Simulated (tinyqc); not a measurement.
# Bandgap voltage reference from two bipolar transistors: effect of the output resistor at T0

Two transistors of area 1 and N carry the same current I. Is(T) = Is (T/T0)^eta exp[(Vg0 q/kB)(1/T0 - 1/T)], VBE1 = Vt ln(I/Is(T)) + I rb, VBE2 = Vt ln(I/(N Is(T))) + I rb/N. The amplifier forces I R1(T) = VBE1 - VBE2 + Vos, with R(T) = R (1 + tc (T - T0)) for both resistors, and the output is Vref = VBE1 + I R2(T). Base currents and the Early effect are neglected.

Vt = kB T/q; I = (Vt ln N + Vos)/(R1(T) - rb (1 - 1/N)). Box coefficient: span of Vref between 233 and 398 K over its average over T and over 165 K. The last column is the R2 that gives zero slope at T0.

Inputs (values chosen for the exercise); values of the order met in silicon bipolar transistors:
- T0 = 323 K (reference temperature)
- Vg0 = 1.176 V (band-gap voltage extrapolated to 0 K)
- eta = 4.3 (temperature exponent of the saturation current)
- Is = 8e-18 A (saturation current of the unit transistor at T0)
- N = 8 (area ratio of the second transistor)
- R1 = 11 kohm (resistor across which the difference of VBE falls, at T0)
- tc = -200 ppm/K (temperature coefficient of both resistors)
- Vos = -2.2 mV (offset of the amplifier)
- rb = 0 ohm (series resistance of the unit transistor)

Constants: q = 1.602176634e-19 C, kB = 1.380649e-23 J/K. Results are converted to the units shown.

Effect of the output resistor at T0:
```
R2 (kohm),I at T0 (uA),Vref at T0 (V),slope at T0 (uV/K),box coefficient (ppm/K),R2 for zero slope (kohm)
88.93,5.062,1.206,-126.0,96.34,96.66
91.83,5.062,1.221,-78.72,56.77,96.66
94.73,5.062,1.236,-31.48,25.17,96.66
96.66,5.062,1.246,-0.04167,18.54,96.66
98.6,5.062,1.255,31.56,35.11,96.66
101.5,5.062,1.270,78.80,69.81,96.66
104.4,5.062,1.285,126.0,105.9,96.66
```

Read the table: what changes, and by how much?

As R2 goes from 88.93 to 104.4, Vref rises from 1.206 to 1.285 V and the box coefficient goes from 96.3 through a minimum of 18.5 (at R2 = 96.66 among the rows listed) to 106 ppm/K. One per cent in R2 moves the slope by 15.7 uV/K.

tinyqc, about 0.02 s, one thread, Intel Xeon 2.30GHz (shared host): `OMP_NUM_THREADS=1 python tinyqc.py 2062155 2062156 out.jsonl`
